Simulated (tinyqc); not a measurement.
Width of the inclusion: polytypes by hexagonality, and a cubic inclusion as a quantum well.

Gap: E3 + (Es - E3) h/hs for h up to hs, then linear from Es to E2 at h = 1. Valence top Ev2 h and polarisation P2 h, both counted from 3C; Ec = Ev + gap.

A cubic inclusion of width L = N d in the host (h = 0.5) is a well of depth V = Ec(host) - Ec(3C). Square well with mass mismatch: k tan(k L/2) = (m_w/m_b) q, k = sqrt(m_w E/c), q = sqrt(m_b (V - E)/c), c = hbar^2/2m0, lowest root. The depth of the level, V - E, is its binding, and the transition to the valence top of the host is gap(host) - (V - E). The step in polarisation gives a field |F| = |P|/(eps eps0) in a thin inclusion, eps0 = 8.8541878e-12 F/m.

Constants: hbar^2/2m0 = 3.80998211 eV angstrom^2.

Inputs chosen for the exercise (of the order of those of SiC; shifted at random, so the results belong to these values and not to a real crystal):
- E3 = 2.373 eV (gap of the cubic polytype)
- E2 = 3.301 eV (gap of 2H)
- Ev2 = 0.115 eV (valence top of 2H above that of 3C)
- P2 = -0.0507 C/m^2 (spontaneous polarisation of 2H)
- Es = 3.28 eV (gap at the hexagonality hs)
- hs = 0.5 (hexagonality up to which the first line holds)
- m = (0.316, 0.311) m0 (electron mass along c in the cubic layer and in the host)
- d = 2.524 angstrom (thickness of a double layer)
- eps = 9.7 (dielectric constant)

Without the field: square well. With it, the potential inside is |F| (z - L/2), the host conduction edge lies at V - |F| L/2 on one side and V + |F| L/2 on the other, and the lowest level E_F is found by finite differences (step 0.25 angstrom, wide box, good to about 1 meV). Holes sit in the host on the high side, so the transition is gap(host) - V + E_F - |F| L/2. A dash: bound by less than 2 meV or not at all.

Results:
```
N   L (angstrom)  depth (eV)  transition (eV)  depth below the low side, with field (eV)  transition with field (eV)
1           2.52       0.104            3.176                                      0.070                       3.135
2           5.05       0.298            2.982                                      0.228                       2.903
3           7.57       0.465            2.815                                      0.360                       2.697
4          10.10       0.585            2.695                                      0.446                       2.536
6          15.14       0.729            2.551                                      0.530                       2.303
8          20.19       0.806            2.474                                      0.556                       2.128
12         30.29       0.879            2.401                                      0.564                       1.822
```

The square well binds a level even at N = 1 (104 meV), as any symmetric one-dimensional well does; the depth grows to 879 of 964 meV, and the transition tends to E3 - Ev(host) = 2.316 eV. With the field the level is bound by 2 meV or more for N = 1, 2, 3, 4, 6, 8 and 12, and the transition is lowered by 41 meV at N = 1 and 578 meV at N = 12, where |F| L/2 = 447 meV. Free carriers or surface charge screen the field and the step between the two sides, and the attraction to the hole, left out here, binds the electron further.

Program tinyqc; command `OMP_NUM_THREADS=1 python tinyqc.py 1881245 1881246 out.jsonl`; about 0.04 s on one thread of a shared Intel(R) Xeon(R) Processor @ 2.30GHz.
